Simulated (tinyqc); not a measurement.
Worked calculation: plane-wave Kohn-Sham cycle with exchange-only LDA in a layered model solid. Computed by tinyqc, a small Python program that keeps every step. Settings: points = 16, plane-wave index or count = 2, electrons = 4, k points = 4, area = 25.0, mixing = 1.0, iteration cap = 67. Command: `OMP_NUM_THREADS=1 python tinyqc.py 27759 27760 out.jsonl` (the two numbers bound the seeds that draw the settings). One thread of a shared host (Intel(R) Xeon(R) Processor @ 2.60GHz), about 0.03 s of CPU time with the checks.

A solid whose potential varies along x alone (atomic units):
```
parameter                      value
period a                   13.500000
cross-section of the cell  25.000000
electrons per cell                 4
grid points                       16
plane waves -n..n, n               2
k points                           4
V1 in V1 cos(2 pi x/a)     -0.530000
```

Stop when sqrt(dV sum R^2) is below 1e-8, dV = a A/N.

Course of the cycle:
```
iteration  E (hartree)  norm of the residual
1            -1.474527              1.95e-01
2            -1.555488              3.29e-01
3            -3.149436              3.45e-01
4            -1.776948              3.60e-01
5            -3.398806              3.60e-01
6            -1.785425              3.61e-01
7            -3.407271              3.61e-01
8            -1.785673              3.61e-01
9            -3.407517              3.61e-01
10           -1.785680              3.61e-01
11           -3.407524              3.61e-01
...                ...                   ...
57           -3.407524              3.61e-01
58           -1.785681              3.61e-01
59           -3.407524              3.61e-01
60           -1.785681              3.61e-01
61           -3.407524              3.61e-01
62           -1.785681              3.61e-01
63           -3.407524              3.61e-01
64           -1.785681              3.61e-01
65           -3.407524              3.61e-01
66           -1.785681              3.61e-01
67           -3.407524              3.61e-01
```

Can the last value be used, and what does the course show?

Not by the stop rule. Not converged within 67 iterations: the residual has stopped falling: the iteration swings between two states. Reruns (cap 100 unless said): mixing 0.1: not converged; mixing 0.5, Kerker q0 1.0: converged in 56 (E = -0.88279); mixing 0.3, Pulay depth 5: converged in 14 (E = -0.88279); the original settings with a cap of 400: not converged.
